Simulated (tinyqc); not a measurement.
# Minority carriers and saturation current of a heavily doped emitter, step by step

Program tinyqc, `OMP_NUM_THREADS=1 python tinyqc.py 2330162 2330163 out.jsonl`; Intel Xeon 2.30GHz, shared host, one thread, about 0.01 s. Printed values are rounded.

n-type, parabolic bands, full ionisation. eta = (EF - Ec)/kB T solves N = Nc F12(eta), F12(x) = (2/sqrt(pi)) int_0^infinity sqrt(u)/(1 + exp(u - x)) du. The gap shrinks rigidly by dEg = E1 [ln(N/N0) + sqrt(ln^2(N/N0) + 0.5)], an empirical law that is here taken as the true narrowing.

Values chosen for this exercise; band and dielectric values those of a made-up semiconductor:
- T = 300 K (temperature)
- Eg = 1.06 eV (band gap)
- Nc = 2.84e19 cm^-3 (conduction-band density of states at 300 K)
- Nv = 2.06e19 cm^-3 (valence-band density of states at 300 K)
- N = 5.4e18 cm^-3 (ionised donor density)
- E1 = 8.3 meV (energy of the narrowing law)
- N0 = 1.3e17 cm^-3 (density of the narrowing law)
- mup = 170 cm^2/(V s) (minority-hole mobility)
- Cn = 2.9e-31 cm^6/s (Auger coefficient)
- ts = 0.055 us (defect lifetime)
- W = 700 nm (emitter width)
- S = 2e5 cm/s (recombination velocity at the contact)

Constants: q = 1.602176634e-19 C, kB = 1.380649e-23 J/K, Vt = kB T/q. Results are converted to the units shown.

Range of the model: Band tails, non-parabolic bands and incomplete ionisation are left out.

## Iteration 1: Fermi level

eta at the start (Boltzmann value) = -1.66

Newton step on ln F12(eta) = ln(N/Nc): eta(new) = eta - ln(Nc F12/N) F12/Fm, Fm(x) = dF12/dx = (1/sqrt(pi)) int_0^infinity u^(-1/2)/(1 + exp(u - x)) du.

F12 = 0.1785360
Fm = 0.1679850
eta after iteration 1 = -1.593070

## Course of the iteration

Stop when eta changes by less than 1e-9.

Course of the iteration:
```
iteration        eta    change
1          -1.593070    0.0669
2          -1.592943   1.27e-4
3          -1.592943  4.68e-10
```

Converged in 3 iterations.

## Effective intrinsic density

converged eta = -1.592943

ni = sqrt(Nc Nv) exp(-Eg/(2 Vt)), Eg in volts; degeneracy factor g = F12(eta) exp(-eta); nie^2 = ni^2 exp(dEg/kB T) g, p0 = nie^2/N; apparent narrowing dEg + kB T ln g.

ni = 3.019845e10 cm^-3
dEg = 62.41377 meV
g = 0.9351513
apparent narrowing = 60.68047 meV
nie = 9.765133e10 cm^-3
p0 = 1765.886 cm^-3

Narrowing multiplies p0 by 11.2 and degeneracy by 0.935.

## Saturation current

1/tau = Cn N^2 + 1/ts, D = mup Vt, L = sqrt(D tau); J0 = (q p0 D/L)(s + tanh(W/L))/(1 + s tanh(W/L)), s = S L/D; the share recombining inside is 1 - 1/[cosh(W/L)(1 + tanh(W/L)/s)].

tau = 37.54005 ns
L = 4061.804 nm
s = 18.48442
J0 = 13746.34 fA/cm^2
share recombining inside = 2.368200 %

The emitter is transparent: most holes reach the contact.
